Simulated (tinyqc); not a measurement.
Bandgap voltage reference from two bipolar transistors: effect of the offset of the amplifier.

Two transistors of area 1 and N carry the same current I. Is(T) = Is (T/T0)^eta exp[(Vg0 q/kB)(1/T0 - 1/T)], VBE1 = Vt ln(I/Is(T)) + I rb, VBE2 = Vt ln(I/(N Is(T))) + I rb/N. The amplifier forces I R1(T) = VBE1 - VBE2 + Vos, with R(T) = R (1 + tc (T - T0)) for both resistors, and the output is Vref = VBE1 + I R2(T). Base currents and the Early effect are neglected.

Vt = kB T/q; I = (Vt ln N + Vos)/(R1(T) - rb (1 - 1/N)). Box coefficient: span of Vref between 233 and 398 K over its average over T and over 165 K. The last column is the R2 that gives zero slope at T0.

Values chosen for this exercise; values of the order met in silicon bipolar transistors:
```
symbol    value   unit                                                   meaning
T0          298      K                                     reference temperature
Vg0        1.18      V                      band-gap voltage extrapolated to 0 K
eta         3.3                   temperature exponent of the saturation current
Is      2.3e-16      A           saturation current of the unit transistor at T0
N             8                              area ratio of the second transistor
R1           17   kohm  resistor across which the difference of VBE falls, at T0
tc          100  ppm/K                 temperature coefficient of both resistors
rb            0    ohm                  series resistance of the unit transistor
R2        200.9   kohm                                     output resistor at T0
```

Constants: q = 1.602176634e-19 C, kB = 1.380649e-23 J/K. Results are converted to the units shown.

Effect of the offset of the amplifier:
```
Vos (mV),I at T0 (uA),Vref at T0 (V),slope at T0 (uV/K),box coefficient (ppm/K),R2 for zero slope (kohm)
-5,2.847,1.169,-31.36,35.93,203.9
-3,2.965,1.193,-31.65,35.36,203.9
-1,3.082,1.218,-31.78,34.73,203.9
0,3.141,1.230,-31.79,34.39,203.9
1,3.200,1.243,-31.78,34.04,203.9
3,3.318,1.267,-31.67,33.31,203.9
5,3.435,1.292,-31.46,32.56,203.9
```

Read the table: what changes, and by how much?

As Vos goes from -5 to 5, Vref rises from 1.169 to 1.292 V and the box coefficient falls from 35.9 to 32.6 ppm/K. Each mV of offset moves Vref by 12.3 mV, about R2/R1 = 11.8 plus the change of VBE1 with the current.

tinyqc, about 0.02 s, one thread, Intel Xeon 2.30GHz (shared host): `OMP_NUM_THREADS=1 python tinyqc.py 2062116 2062117 out.jsonl`
